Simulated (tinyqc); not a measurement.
Inside a calculation: donors with valley-orbit split 1s states. Values are carried at full precision from step to step, so a last printed digit may differ when a step is redone from the rounded ones.

Each donor binds at most one electron, in any of its states. For a site s, W_s = sum over its states of g exp(E/kT), and the ionised share is 1/(1 + W_s exp(eta)), eta = (EF - Ec)/kT; n = Nc F_1/2(eta); neutrality n + NA = ND x (mean ionised share); holes are neglected. Nc from N = 2 (m kB T/(4 pi c))^(3/2) with c = hbar^2/2m0, in 1/angstrom^3; times 1e24 for 1/cm^3, m = md. F_j(eta) = (1/Gamma(j + 1)) integral_0^infinity x^j dx/(1 + exp(x - eta)), which tends to exp(eta) for eta << 0.

Constants: hbar^2/2m0 = 3.80998211 eV angstrom^2; kB = 8.617333262e-05 eV/K.

Parameters, chosen for this exercise (near those of P in Si; not measured data): md = 1.08 m0 (density-of-states mass of the conduction band); E = (43.9, 32.6, 30.5) meV (binding energies of 1s(A1), 1s(T2), 1s(E)); g = (2, 6, 4) (their degeneracies with spin); T = 500 K; ND = 1.1e+15 1/cm^3 (donors); NA = 0 1/cm^3 (compensating acceptors, all ionised); mu0 = 59 cm^2/(V s) (mobility at heavy doping); mu1 = 1353 cm^2/(V s) (mobility at light doping and 300 K); Nr = 1e+17 1/cm^3 (reference doping); de = 0.72 (doping exponent); ga = 2.3 (temperature exponent).

## Partition sums of the neutral donor

Give each term g exp(E/kT), W_s, and the effective degeneracy W_s exp(-E_ground/kT).

Nc = 6.0601e+19 1/cm^3

terms: 1s(A1) 5.540, 1s(T2) 12.79, 1s(E) 8.119

W_s: donor 26.445

effective degeneracy: donor 9.547

The ground state alone would give 2 and all states together 12; here the excited states hold 79 % of the bound electrons.

## Neutrality

Solve for eta.

eta = -10.917
n = 1.10e+15 1/cm^3

ionised share: donor 1.000

n is 1.000 of ND - NA.

## Mobility and resistivity

Mobility (Caughey-Thomas form): mu = mu0 + (mu1 (T/300)^(-ga) - mu0)/(1 + ((ND + NA)/Nr)^de); rho = 1/(e n mu), e = 1.602176634e-19 C.

Compare with full ionisation, n = ND - NA.

mu = 404.4 cm^2/(V s)
rho = 14.0 ohm cm
rho at full ionisation = 14.0 ohm cm

Incomplete ionisation raises rho by a factor 1.

## Checks

- n at ND = 1e13 1/cm^3 against the root of n^2 = (Nc/W)(ND - n) (1/cm^3): both 1.000e+13.

(tinyqc, `OMP_NUM_THREADS=1 python tinyqc.py 1650906 1650907 out.jsonl`, Intel(R) Xeon(R) Processor @ 2.30GHz, 1 thread, shared host, about 0.01 s.)
